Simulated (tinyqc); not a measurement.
Inside a calculation. Method: coupled-perturbed Hartree-Fock on RHF in the sto-3g basis, for HeH+, spin multiplicity 1. The polarisability along this axis is zero because the basis has no function that the field can mix in; the real value is not. Computed by tinyqc, a small Python program that keeps every step (integrals from PySCF). Settings: charge = 1, multiplicity = 1, basis = sto-3g, method = RHF, energy threshold = 1e-10, iteration cap = 50, orthogonalisation = canonical, start = Wolfsberg-Helmholz matrix, DIIS depth = 6. Command: `OMP_NUM_THREADS=1 python tinyqc.py 29082 29083 out.jsonl` (the two numbers bound the seeds that draw the settings). One thread of a shared host (Intel(R) Xeon(R) Processor @ 2.60GHz), about 0.2 s of CPU time with the checks. The early iterations of the SCF are left out here.

## One-electron integrals

Geometry (angstrom):
```
atom,x,y,z
He,0.000000,0.000000,0.000000
H,0.000000,0.000000,0.846000
```

Basis sto-3g: exponents (1/bohr^2) and contraction coefficients of normalised primitives:
```
element,l (shell),exponent,coefficient
He,s (1),6.362421,0.154329
He,s (1),1.158923,0.535328
He,s (1),0.313650,0.444635
H,s (1),3.425251,0.154329
H,s (1),0.623914,0.535328
H,s (1),0.168855,0.444635
```

Overlap, kinetic and nuclear-attraction integrals over the contracted functions; the nuclear repulsion is the sum of Za Zb / Rab.

nuclear repulsion = 1.25100995 hartree

overlap S:
```
,1He 1s,2H 1s
1He 1s,1.000000,0.488019
2H 1s,0.488019,1.000000
```

kinetic energy T (hartree):
```
,1He 1s,2H 1s
1He 1s,1.411763,0.152746
2H 1s,0.152746,0.760032
```

nuclear attraction V (hartree):
```
,1He 1s,2H 1s
1He 1s,-3.958503,-1.428899
2H 1s,-1.428899,-2.407301
```

core Hamiltonian H = T + V (hartree):
```
,1He 1s,2H 1s
1He 1s,-2.546740,-1.276154
2H 1s,-1.276154,-1.647269
```

## Two-electron integrals

Functions are numbered as in S; the eight-fold symmetry (ij|kl) = (ji|kl) = (kl|ij) leaves the list below.

Two-electron integrals (ij|kl) in chemists' order, unique and non-zero (hartree):
```
i,j,k,l,(ij|kl)
1,1,1,1,1.055713
2,1,1,1,0.395191
2,1,2,1,0.181724
2,2,1,1,0.558583
2,2,2,1,0.324425
2,2,2,2,0.774606
```

## Orthogonalisation

S = U s U^T; canonical form X = U s^(-1/2), so that X^T S X = 1. Each column of U has its largest component positive (the first on a tie).

eigenvalues of S: 0.511981  1.488019

X:
```
,1,2
1He 1s,0.988231,0.579670
2H 1s,-0.988231,0.579670
```

## Starting guess

The start is the generalised Wolfsberg-Helmholz matrix (K = 1.75) built on H; D = 2 C_occ C_occ^T.

D at the start:
```
,1He 1s,2H 1s
1He 1s,1.263975,0.528064
2H 1s,0.528064,0.220615
```

## Iteration 9 (converged): orbitals

converged F (hartree):
```
,1He 1s,2H 1s
1He 1s,-1.538406,-0.954580
2H 1s,-0.954580,-0.765110
```

Diagonalise F' = X^T F X, C = X C', fill 1 alpha and 1 beta electrons from the bottom; D = 2 C_occ C_occ^T. Each column has its largest component positive (the first on a tie).

F' = X^T F X (hartree):
```
,1,2
1,-0.385128,-0.442980
2,-0.442980,-1.415531
```

orbital energies (hartree): MO1 -1.579789, MO2 -0.220871

coefficients C:
```
,MO1,MO2
1He 1s,0.887085,-0.725049
2H 1s,0.199932,1.128115
```

D after iteration 9:
```
,1He 1s,2H 1s
1He 1s,1.573841,0.354713
2H 1s,0.354713,0.079945
```

## Convergence

Stop when the energy changes by less than 1e-10 hartree and every element of the error matrix X^T (F D S - S D F) X is below 3e-06.

Course of the cycle:
```
iteration,E (hartree),change,largest element of the error matrix
1,-2.81798780,-,2.86e-01
2,-2.85077164,-3.28e-02,3.73e-02
3,-2.85137371,-6.02e-04,1.04e-03
4,-2.85137409,-3.79e-07,4.62e-04
5,-2.85137414,-5.45e-08,2.98e-04
6,-2.85137416,-1.76e-08,2.20e-04
7,-2.85137417,-7.86e-09,1.75e-04
8,-2.85137418,-1.35e-08,1.79e-06
9,-2.85137418,-1.40e-12,1.83e-08
```

PySCF RHF in the same basis = -2.85137418 hartree

Converged in 9 iterations.

## Populations, bond orders and dipole

Mulliken: Z minus the diagonal of D S on the atom; Loewdin: the same with S^(1/2) D S^(1/2); Mayer order: 2 sum_s sum (D(s) S)_ij (D(s) S)_ji over the two atoms.

Charges (e):
```
atom,Mulliken,Loewdin
1He,0.253052,0.348039
2H,0.746948,0.651961
```

Mayer bond orders:
```
pair,order
2-1,0.442069
```

dipole moment about the origin, x y z (debye): 0.000000  0.000000  3.170183

## Integrals over molecular orbitals

(pq|rs) = sum C_ip C_jq C_kr C_ls (ij|kl), one index at a time.

one-electron integrals over orbitals h = C^T H C (hartree):
```
,1,2
1,-2.522596,0.174379
2,0.174379,-1.347567
```

Two-electron integrals over orbitals (pq|rs), unique and non-zero (hartree):
```
p,q,r,s,(pq|rs)
1,1,1,1,0.942807
2,1,1,1,-0.174379
2,1,2,1,0.137355
2,2,1,1,0.632025
2,2,2,1,0.047214
2,2,2,2,0.749501
```

## Response to a field: uncoupled start

dipole integrals <a|y|i> (bohr):
```
,i1
a2,0.000000
```

Field along y; U_ai = -mu_ai / (e_a - e_i), alpha = -4 sum U_ai mu_ai.

uncoupled U:
```
,i1
a2,0.000000
```

uncoupled polarisability = 0.000000 bohr^3

## Coupled step 1

U_ai = -(mu_ai + sum_bj [4 (ai|bj) - (ab|ij) - (aj|bi)] U_bj) / (e_a - e_i); alpha = -4 sum U_ai mu_ai.

U after step 1:
```
,i1
a2,0.000000
```

polarisability = 0.000000 bohr^3

## Coupled polarisability

Repeat until U stops changing; compare with -d2E/dF2.

Course of the coupled iterations:
```
step,alpha (bohr^3)
0,0.000000
1,0.000000
```

coupled polarisability = 0.000000 bohr^3

finite-field check, fields of +/-0.001 au = 1.78e-09 bohr^3
